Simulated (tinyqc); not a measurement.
Worked calculation: Hubbard chain of 2 sites. One step of it, computed by the program tinyqc.

Problem. The many-body Hamiltonian. Basis: all placements (u, d, 2, 0 on each site), up operators ordered before down ones; hops carry the sign of the same-spin electrons passed.

one-body matrix (hopping and site energies) (eV), order 1, 2:
```
[[0.000000, -1.800000],
 [-1.800000, 0.000000]]
```

U = 10.400000 eV

electrons, up and down: [1, 1]

Give: H.

Solution.

H (eV), order 20, ud, du, 02:
```
[[10.4000, -1.8000, -1.8000, 0.0000],
 [-1.8000, 0.0000, 0.0000, -1.8000],
 [-1.8000, 0.0000, 0.0000, -1.8000],
 [0.0000, -1.8000, -1.8000, 10.4000]]
```
